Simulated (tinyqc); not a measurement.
# Changing the dopant density N_d

Model: defect equilibria of an oxide against oxygen pressure (mass action). Computed by tinyqc, a small Python program. Command: `OMP_NUM_THREADS=1 python tinyqc.py 3010891 3010892 out.jsonl brouwer sweep`. One thread of a shared host (Intel(R) Xeon(R) Processor @ 2.30GHz), about 0.02 s of CPU time with the checks.

Defects: oxygen vacancies V (charge +2), electrons n, holes p, the ionic partner X = V_M'''' (charge -4), and the dopant. Activities are taken equal to concentrations.

Inputs (values chosen for the exercise, for a model oxide):
```
quantity                           value             unit
reduction enthalpy H_r              4.84               eV
prefactor K_r0                     2e+71  cm^-9 atm^(1/2)
gap E_g                             4.13               eV
prefactor N_c N_v                  6e+40            cm^-6
disorder enthalpy H_s               4.67               eV
prefactor K_s0                   7.5e+66            cm^-9
temperature T                        700                K
oxygen pressure P                  2e-16              atm
electron mobility mu_n              0.52       cm^2/(V s)
hole mobility mu_p                  0.13       cm^2/(V s)
vacancy diffusion prefactor D_0    0.029           cm^2/s
vacancy migration energy E_m        0.59               eV
```

Ionic disorder: Schottky, oxide MO2. Dopant (singly charged, fully ionised): acceptor.

Constants: k_B = 8.617333262e-05 eV/K; e = 1.602176634e-19 C.

Method:
- K_r = K_r0 exp(-H_r/k_B T) = [V] n^2 P^(1/2); K_i = N_c N_v exp(-E_g/k_B T) = n p; K_s = K_s0 exp(-H_s/k_B T) = [X] [V]^2.
- Neutrality: 2 [V] + p = n + 4 [X] + N_d. With n as the unknown, [V] = K_r/(n^2 P^(1/2)), p = K_i/n, [X] = K_s/[V]^2; the log ratio is ln(positive/negative).
- The root is found by 60 bisections in ln n between n = 1e-10 and 1e25 cm^-3.
- sigma_n = e n mu_n, sigma_p = e p mu_p, sigma_ion = 2 e [V] mu_V with mu_V = 2 e D/(k_B T) and D = D_0 exp(-E_m/k_B T); only the oxygen vacancies carry ionic current, and the ionic transport number is sigma_ion over the total.

One run for each value:
```
dopant density N_d (cm^-3)  n (cm^-3)  [V] (cm^-3)  p (cm^-3)  [X] (cm^-3)  ionic transport number
1.00e+15                    5.155e+14    7.578e+14  2.144e-04    3.115e+03               3.071e-04
6.00e+15                    2.538e+14    3.127e+15  4.355e-04    1.829e+02               2.569e-03
3.00e+16                    1.156e+14    1.506e+16  9.557e-04    7.889e+00               2.649e-02
2.00e+17                    4.487e+13    1.000e+17  2.463e-03    1.788e-01               3.178e-01
1.00e+18                    2.007e+13    5.000e+17  5.507e-03    7.155e-03               8.389e-01
6.00e+18                    8.193e+12    3.000e+18  1.349e-02    1.987e-04               9.871e-01
3.00e+19                    3.664e+12    1.500e+19  3.016e-02    7.950e-06               9.988e-01
2.00e+20                    1.419e+12    1.000e+20  7.788e-02    1.789e-07               9.999e-01
1.00e+21                    6.347e+11    5.000e+20  1.741e-01    7.155e-09               1.000e+00
```

What does the table show, and why?

Over the rows, n (cm^-3) falls from 5.16e14 to 6.35e11 (exponent d ln y / d ln x -0.40 between the first rows and -0.50 between the last); [V] (cm^-3) rises from 7.58e14 to 5.00e20 (exponent d ln y / d ln x 0.79 between the first rows and 1.00 between the last); p (cm^-3) rises from 2.14e-4 to 0.174 (exponent d ln y / d ln x 0.40 between the first rows and 0.50 between the last). At the high end the exponent of [V] is 1.00, close to 1: acceptors are compensated by oxygen vacancies. The largest terms of the neutrality condition are 2 [V] = N_d from row 1.

Caution (rows 1.00e21): one of n, p, [V] and [X] is above 2e20 cm^-3, near 1 % of the sites of a usual oxide, where defects associate and the ideal mass-action laws fail.

Extremes, crossings and ranges named in words are read from the listed rows.
